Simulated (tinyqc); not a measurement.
What moves the zone average: special k points of the fcc lattice.

Lattice vectors in units of a: a1 = (0, 1/2, 1/2), a2 = (1/2, 0, 1/2), a3 = (1/2, 1/2, 0); reciprocal vectors b_i with a_i . b_j = 2 pi delta_ij. Mesh: k = sum_i f_i b_i with f_i = (2 j_i + shift)/(2 N), j_i = 0 .. N-1. The point group of the lattice has 48 operations; only those that map the mesh onto itself are used.

A_m(k) = sum over the m-th star of lattice vectors R of cos(k . R), stars in order of length: m = 1: |R|^2 = 0.5, 12 vectors, such as (1, 0, 0) in the basis a_i; m = 2: |R|^2 = 1, 6 vectors, such as (1, 1, -1) in the basis a_i; m = 3: |R|^2 = 1.5, 24 vectors, such as (2, 0, -1) in the basis a_i; m = 4: |R|^2 = 2, 12 vectors, such as (2, 0, 0) in the basis a_i; m = 5: |R|^2 = 2.5, 24 vectors, such as (2, 1, -1) in the basis a_i; m = 6: |R|^2 = 3, 8 vectors, such as (3, -1, -1) in the basis a_i. The zone mean of every A_m is zero.

Test function, the lower band of a two-band insulator: E(k) = -sqrt(D^2 + (e0 - t A_1(k))^2).

Values chosen for the exercise:

| symbol | value | unit | meaning |
|---|---|---|---|
| D | 1.57 | eV | half gap term |
| t | 0.26 | eV | coupling |
| e0 | 1.66 | eV | offset |
| N | 2 |  | points along each reciprocal vector |
| shift | 1 |  | half steps |

Mean of E over the mesh, and its error against the unshifted mesh with N = 24.

One parameter was then changed.

Results before and after:

| case | mean (eV) | error (meV) | irreducible points |
|---|---|---|---|
| base | -2.4082 | 0.00 | 2 |
| changed | -2.5816 | -173.48 | 3 |

Which of these changes was made? (a) shift = 0; (b) t = 0.338 eV; (c) D = 1.099 eV; (d) N = 3.
Answer: (a) shift = 0. Of the candidates, run in turn, only this one gives the changed row.

All candidates:

| case | mean (eV) | error (meV) | irreducible points |
|---|---|---|---|
| base | -2.4082 | 0.00 | 2 |
| N = 3 | -2.4086 | -0.43 | 6 |
| shift = 0 | -2.5816 | -173.48 | 3 |
| D = 1.099 eV | -2.1069 | 5.46 | 2 |
| t = 0.338 eV | -2.5141 | -10.51 | 2 |

Run: tinyqc, `OMP_NUM_THREADS=1 python tinyqc.py 1682457 1682458 out.jsonl`; Intel(R) Xeon(R) Processor @ 2.30GHz, one thread, shared host; about 0.2 s of CPU time with all checks.
